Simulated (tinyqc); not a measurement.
Plasmons of a degenerate electron gas in the random-phase approximation: one step. The plasmon at one wave vector. Two cases, with inputs chosen for the exercise.

Question. Solve f1 (qTF/q)^2 = -1 above the continuum, and compare with E^2 = Ep^2 + (3/5)(hbar vF q)^2 + (c q^2/m)^2.

Zero temperature, parabolic band: kF = (3 pi^2 n)^(1/3), EF = c kF^2/m, Ep^2 = 8 pi c e2 n/(m eb), qTF^2 = 6 pi e2 n/(eb EF), c = hbar^2/2m0, e2 = e^2/(4 pi eps0), n in 1/angstrom^3 (1e-24 per 1/cm^3).

Lindhard function: eps(q, E)/eb = 1 + (qTF/q)^2 (f1 + i f2) with z = q/(2 kF), u = E/(hbar vF q), hbar vF = 2 c kF/m; f1 = 1/2 + [h(z - u) + h(z + u)]/(8 z), h(x) = (1 - x^2) ln|(x + 1)/(x - 1)|; f2 = pi u/2 for z + u < 1, (pi/(8 z))(1 - (z - u)^2) for |z - u| < 1 < z + u, else 0. Pairs exist for c (q^2 - 2 q kF)/m < E < c (q^2 + 2 q kF)/m.

Constants: hbar^2/2m0 = 3.80998211 eV angstrom^2; e^2/(4 pi eps0) = 14.39964547 eV angstrom.

Give: top of the continuum; plasmon energy; short formula.

Case 1.

Values chosen (a free-electron density near that of Al; not measured data): n = 1.77e+23 1/cm^3 (electron density); m = 1 m0 (mass); eb = 1 (background dielectric constant); qp = 1.1 1/angstrom (wave vector of the plasmon).

Answer.

top of the continuum = 19.17 eV
plasmon energy = 20.61 eV
short formula = 19.81 eV

The plasmon lies 1.441 eV above the continuum and 31.9 % above Ep; the short formula errs by -3.88 %.

Case 2.

Values chosen (a free-electron density near that of Na; not measured data): n = 2.68e+22 1/cm^3 (electron density); m = 1 m0 (mass); eb = 1 (background dielectric constant); qp = 0.678 1/angstrom (wave vector of the plasmon).

Answer.

top of the continuum = 6.534 eV
plasmon energy = 7.522 eV
short formula = 7.331 eV

The plasmon lies 0.9875 eV above the continuum and 23.7 % above Ep; the short formula errs by -2.53 %.

Computed by tinyqc, one run a case: `OMP_NUM_THREADS=1 python tinyqc.py N N+1 out.jsonl` with N = 1680169, 1680925; one thread of a shared Intel(R) Xeon(R) Processor @ 2.30GHz, about 0.01 s a run at most.
